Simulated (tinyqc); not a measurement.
## Permittivity of the insulator from five potentials

Inverse problem. A node lies on a semiconductor-insulator interface. Steps: hs = tb/3 down into the semiconductor, ho = tox/2 up into the insulator, hy = L/6 sideways. The flux balance of its box reads eox (hy/ho)(above - node) + eps_r (hy/hs)(below - node) + [(eps_r hs + eox ho)/(2 hy)](left + right - 2 node) - q Na (hs/2) hy/eps0 = 0. Find eox.

Parameters, values chosen for the exercise; semiconductor permittivity close to that of silicon: relative permittivity of the semiconductor eps_r = 11.8; body thickness tb = 6 nm; insulator thickness tox = 2.4 nm; channel length L = 40 nm; acceptor density of the depleted body Na = 0 cm^-3.

Constants: q = 1.602176634e-19 C, eps0 = 8.8541878128e-14 F/cm where lengths are in cm. Results are converted to the units shown.

psi (V): node -0.0088927143, above -0.063730472, below 0.016625917, left 0.0050909365, right 0.064072516

Solution. The balance is linear in eox.

eox = 3.900

Numbers from tinyqc (`OMP_NUM_THREADS=1 python tinyqc.py 2480074 2480075 out.jsonl`; about 0.1 s on one thread of a shared Intel Xeon 2.30GHz).
